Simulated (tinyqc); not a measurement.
Strain, valley repopulation and piezoresistance in a many-valley conduction band: one step, computed by the program tinyqc. Command: `OMP_NUM_THREADS=1 python tinyqc.py 3013619 3013620 out.jsonl valleys walk`. One thread of a shared host (Intel(R) Xeon(R) Processor @ 2.30GHz), about 0.03 s of CPU time with the checks.

Valleys are ellipsoids with mass m_l along the axis a and m_t across it, parabolic, with one constant relaxation time; strain shifts the valleys and leaves the masses alone. Currents are taken along [111], along the load, and along [1-10], across the load.

Problem. Populations. Each of the 4 valleys holds n_v = N_v (2/sqrt(pi)) F_1/2((E_F - dE_v)/(k_B T)), N_v = 2 (m_d k_B T/(2 pi hbar^2))^(3/2), m_d = (m_l m_t^2)^(1/3); E_F solves sum n_v = n and is counted from the unstrained edge. F_j(eta) = int_0^infinity x^j/(1 + exp(x - eta)) dx, without a gamma-function factor. It is evaluated after integrating by parts. Integrals over x = E/(k_B T) use 160 Gauss-Legendre points in u = sqrt(x) from 0 to sqrt(max(eta, 0) + 32).

Inputs (values chosen for the exercise, modelled on germanium): longitudinal mass m_l = 1.64 m_0; transverse mass m_t = 0.0796 m_0; electron density n = 1.1e+17 1/cm^3; temperature T = 150 K.

Valley axes: <111> (4 valleys). Load: uniaxial [111].

shifts dE (meV): [111] -2.714486, [-111] 0.734616, [1-11] 0.734616, [11-1] 0.734616

Constants: k_B = 8.617333262e-05 eV/K; m_0 = 9.1093837015e-31 kg; k_B = 1.380649e-23 J/K; hbar = 1.054571817e-34 J s.

Give: Fermi level E_F; share of the electrons.

Solution.

Fermi level E_F = -45.23 meV

share of the electrons: [111] 0.3026, [-111] 0.2325, [1-11] 0.2325, [11-1] 0.2325
